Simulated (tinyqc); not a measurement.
Diffused layer (Gaussian), carriers, mobility and sheet resistance with incomplete ionisation: one step of the calculation.

A p-type layer from the surface x = 0 to the junction xj, N(x) = N0 exp(-(x/Ld)^2). Local neutrality (no depletion at surface or junction, no spilling of carriers), intrinsic carriers neglected, Boltzmann statistics.

Problem. Junction depth and local values. xj = Ld sqrt(ln(N0/Nb)); 11 equal steps from 0 to xj. Active dopant A = min(N, Ns); p solves p (p + Nb)/(A - Nb - p) = K, K = (NB/gd) exp(-E/Vt), E = max(Ei - ks A^(1/3), 0), so p = 2 K (A - Nb)/[Nb + K + sqrt((Nb + K)^2 + 4 K (A - Nb))]; mobility mu = m1 + (m2 (T/300 K)^(-bt) - m1)/(1 + ((A + Nb)/Nr)^am).

Values chosen for this exercise; values close to those of aluminium in 4H silicon carbide over an n-type background: temperature T = 400 K; background doping of the opposite type Nb = 1.1e14 cm^-3; peak chemical concentration N0 = 4.5e18 cm^-3; mobility limit at high doping m1 = 16.2 cm^2/(V s); mobility limit at low doping, at 300 K m2 = 126 cm^2/(V s); reference doping of the mobility law Nr = 1.78e19 cm^-3; exponent of the mobility law am = 0.352; temperature exponent of m2 bt = 2.5; solubility limit of active dopant Ns = 1.03e20 cm^-3; valence-band density of states at T NB = 3.86e19 cm^-3; ionisation energy in the dilute limit Ei = 0.205 eV; degeneracy factor of the level gd = 4; lowering of Ei per N^(1/3) ks = 0 eV cm; diffusion length 2 sqrt(D t) Ld = 61 nm.

Constants: q = 1.602176634e-19 C, kB = 1.380649e-23 J/K, Vt = kB T/q. Results are converted to the units shown.

Give: xj; x; N; A; p; mu.

Solution.

xj = 198.8 nm

```
point  x (nm)  N (cm^-3)  A (cm^-3)  p (1e17 cm^-3)  mu (cm^2/(V s))
0         0.0   4.500e18   4.500e18           3.244            44.15
1        18.1   4.122e18   4.122e18           3.100            44.48
2        36.1   3.168e18   3.168e18           2.702            45.45
3        54.2   2.043e18   2.043e18           2.146            47.00
4        72.3   1.105e18   1.105e18           1.547            49.03
5        90.4   5.016e17   5.016e17           1.005            51.37
6       108.4   1.910e17   1.910e17           0.579            53.76
7       126.5   6.104e16   6.104e16           0.285            55.98
8       144.6   1.636e16   1.636e16           0.112            57.82
9       162.6   3.681e15   3.681e15           0.032            59.19
10      180.7   6.947e14   6.947e14           0.006            60.08
11      198.8   1.100e14   1.100e14           0.000            60.55
```

At the point of highest doping 7.21 % of the net active dopant gives free carriers. The mobility runs from 44.2 to 60.5 cm^2/(V s).

Computed by the program tinyqc: `OMP_NUM_THREADS=1 python tinyqc.py 2110003 2110004 out.jsonl`, one thread of a shared Intel Xeon 2.30GHz, about 0.01 s for the whole run.
